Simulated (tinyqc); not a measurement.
Moment against temperature: Stoner model of a band ferromagnet.

Density of states per atom and spin: flat with a rise to the top, D(e) = (M/W) [1 - sp + 4 sp (e/W + 1/2)^3]. Levels e -/+ I m/2 for up and down spin, m = n_up - n_down, n_up + n_down = nd. At zero temperature e(N) is the energy below which N states lie, and E(m) = sum over spins of integral e D de - I m^2/4.

Constants: kB = 8.617333262e-05 eV/K.

Values chosen for the exercise: W = 5.3 eV (band width, e from -W/2 to W/2); M = 5 (states per atom and spin); nd = 7.85 (electrons per atom); sp = 0.66 (shape parameter); I = 0.59 eV (Stoner parameter).

Fermi-Dirac occupations on 600 equal energy intervals; m is iterated from saturation until it changes by less than 1e-7 or for 400 rounds; the paramagnet is unstable while I times the mean of D weighted by -df/de exceeds 1.

Results:
```
T/Tc  T (K)  m (muB)  I D(T) of the paramagnet
0.10    336    2.150                     1.332
0.30   1007    2.132                     1.320
0.50   1678    2.014                     1.252
0.65   2182    1.815                     1.177
0.80   2685    1.468                     1.099
0.90   3021    1.082                     1.048
0.95   3189    0.780                     1.024
1.10   3692    0.000                     0.955
```

Tc (from I D(T) = 1) = 3.36e+03 K

What does the comparison show?

kB Tc = 0.289 eV, 0.23 of the exchange splitting at zero temperature. m keeps 0.94 of its first value at half Tc and 0.50 at 0.9 Tc. The model knows only Stoner excitations; spin waves and local moments bring the ordering temperature below the Stoner value.

Computed by tinyqc, a small Python program: `OMP_NUM_THREADS=1 python tinyqc.py 1682198 1682199 out.jsonl` (the numbers bound the seed that draws the inputs); one thread of a shared host (Intel(R) Xeon(R) Processor @ 2.30GHz), about 0.3 s for the whole set of steps.
